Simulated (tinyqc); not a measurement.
From one set of inputs to another, one input at a time: straight dislocations in isotropic elasticity: fields, energies, partials, Peierls stress and walls. Computed by tinyqc, a small Python program. Command: `OMP_NUM_THREADS=1 python tinyqc.py 3013558 3013559 out.jsonl disloc ladder`. One thread of a shared host (Intel(R) Xeon(R) Processor @ 2.30GHz), about 0.01 s of CPU time with the checks.

The line runs along z, the glide plane is y = 0, and beta is the angle between b and the line (0 screw, 90 degrees edge): b_e = b sin(beta) along +x with the extra half plane at y > 0, b_s = b cos(beta). Stress is positive in tension.

The inputs printed are set A. Set A is modelled on aluminium; the values taken over come from a set modelled on copper. Inputs not listed in the table keep their values of set A, so the rows need not describe a real material.

Inputs (values chosen for the exercise, modelled on aluminium):
```
quantity,value,unit
shear modulus G,25.1,GPa
Poisson ratio nu,0.341,-
Burgers vector b,2.863,angstrom
dislocation density rho,3.8e+14,1/m^2
core radius r0/b,2,-
unstable fault energy gamma_us,216,mJ/m^2
source length l,29,nm
```

Character: edge.

Constants: 1 eV/angstrom^3 = 160.2176634 GPa.

Method:
- Energy factor K = G [cos^2(beta) + sin^2(beta)/(1 - nu)].
- E = K b^2/(4 pi) ln(R/r0) with R = 1/(2 sqrt(rho)); tension T = E + d^2E/d(beta)^2 = G b^2 [1 + nu - 3 nu sin^2(beta)]/(4 pi (1 - nu)) ln(R/r0). The core energy is taken into r0.
- Misfit energy gamma(u) = (gamma_us/2)(1 - cos(2 pi u/b)), so the largest restoring stress is tau_max = pi gamma_us/b; u(x) = b/2 + (b/pi) arctan(x/zeta), zeta = K b/(4 pi tau_max). Summing the misfit energy over atomic rows a' apart gives, for a wide core, W_P = (K b^2/pi) exp(-2 pi zeta/a') and sigma_P = (K b/a') exp(-2 pi zeta/a'); a' = b/2 for edge and 30-degree lines, b sqrt(3)/2 for screw and 60-degree lines.
- Frank-Read source, averaged over the loop: tau = G b/(2 pi l) [(1 - nu/2)/(1 - nu)] ln(l/r0). Taylor hardening: tau = 0.3 G b sqrt(rho).

Each row keeps all changes above it:
```
input moved,from,to,Peierls stress sigma_P (MPa),Taylor stress (MPa),half width zeta (angstrom)
set A,-,-,7.996e-03,42.03,3.661
Burgers vector b (angstrom),2.863,2.556,4.479e-02,37.52,2.918
Poisson ratio nu,0.341,0.332,5.361e-02,37.52,2.879
dislocation density rho (1/m^2),3.8e+14,1.8e+12,5.361e-02,2.58,2.879
shear modulus G (GPa),25.1,49.1,1.391e-07,5.05,5.631
core radius r0/b,2,1,1.391e-07,5.05,5.631
unstable fault energy gamma_us (mJ/m^2),216,371,1.469e-02,5.05,3.279
source length l (nm),29,190,1.469e-02,5.05,3.279
```

Which inputs carry the difference?

Peierls stress sigma_P goes from 0.00800 to 0.0147, a factor 1.84 in all. The largest single move comes from shear modulus G (a factor 2.59e-6), but it runs against the net change; the largest move in the direction of the net change is unstable fault energy gamma_us (a factor 106000). Taylor stress goes from 42.0 to 5.05, a factor 0.120 in all. The largest single move comes from dislocation density rho (a factor 0.0688), and shear modulus G works against it (a factor 1.96). Half width zeta goes from 3.66 to 3.28, a factor 0.896 in all. The largest single move comes from shear modulus G (a factor 1.96), but it runs against the net change; the largest move in the direction of the net change is unstable fault energy gamma_us (a factor 0.582). The single moves hold for this order of the switches; the total does not depend on the order.

Caution (rows set A, shear modulus G, core radius r0/b): so small a Peierls stress means only that the model finds negligible lattice resistance; its value is not a prediction.

Extremes, crossings and ranges named in words are read from the listed rows.
